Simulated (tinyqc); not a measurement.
# Drift layer from breakdown voltage and on-resistance

Question. An ideal drift layer with a triangular field at breakdown has BV = Ec W/2, N = eps0 eps_r Ec/(q W) and Ron = W/(q mu N). Find Ec, W and N.

Parameters, values chosen for the exercise:
- eps_r = 9.43 (relative permittivity)
- mu = 1010 cm^2/(V s) (electron mobility of the drift layer)

Constants: q = 1.602176634e-19 C, eps0 = 8.8541878128e-14 F/cm where lengths are in cm. Results are converted to the units shown.

BV = 262.09016 V
Ron = 0.010858673 mohm cm^2

Answer. Eliminating W and N gives Ron = 4 BV^2/(eps0 eps_r mu Ec^3), which yields Ec.

Ec = 3107 kV/cm
W = 1.687 um
N = 9.600e16 cm^-3

Program tinyqc, `OMP_NUM_THREADS=1 python tinyqc.py 2120040 2120041 out.jsonl`; Intel Xeon 2.30GHz, shared host, one thread, about 0.05 s.
